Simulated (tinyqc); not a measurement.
Neutral against charged centre: deep level as a short-range spherical well.

Lucovsky model (delta well, plane-wave final states, no local-field factor): sigma = (32 pi alpha c/(3 n_r m Et)) (x - 1)^(3/2)/x^3, x = h nu/Et, c = hbar^2/2m0; 1 angstrom^2 = 1e-16 cm^2.

Constants: hbar^2/2m0 = 3.80998211 eV angstrom^2; fine-structure constant alpha = 0.007297352564.

Values chosen for the exercise (out of a larger set: near those of 4H SiC; not measured data):
- m = 0.405 m0 (mass)
- n_r = 2.55 (refractive index)
- xs = (1.11, 1.29, 1.55, 1.93, 2.32, 2.83, 4.88, 6.35) (photon energies h nu/Et)

Et = 0.07974 eV

Lucovsky cross-section, its shape relative to the peak, and the shape of a hydrogen-like centre relative to threshold: x^-4 exp(4 - 4 atan(e)/e)/(1 - exp(-2 pi/e)), e = sqrt(x - 1).

Results:
```
x     h nu (eV)  sigma (1e-18 cm^2)  relative to peak  hydrogen-like
1.11      0.089                30.2             0.213          0.756
1.29      0.103                82.3             0.582          0.503
1.55      0.124                 124             0.876          0.303
1.93      0.154                 141             0.998          0.163
2.32      0.185                 137             0.972          0.097
4.88      0.389                74.4             0.526          0.011
6.35      0.506                54.7             0.387          0.005
```

Give the missing row, x = 2.83.

Computed row:
```
x     h nu (eV)  sigma (1e-18 cm^2)  relative to peak  hydrogen-like
2.83      0.226                 124             0.874          0.054
```

The short-range centre starts from zero, reaches half its peak at x = 1.24 and peaks at x = 2; in the last row it still has 39 % of the peak. The Coulomb centre is largest at threshold and is down to 0.5 % there. Reading the peak as the threshold would misplace the level by a factor 2, here 0.08 eV.

(tinyqc, `OMP_NUM_THREADS=1 python tinyqc.py 1250866 1250867 out.jsonl`, Intel(R) Xeon(R) Processor @ 2.30GHz, 1 thread, shared host, about 0.01 s.)
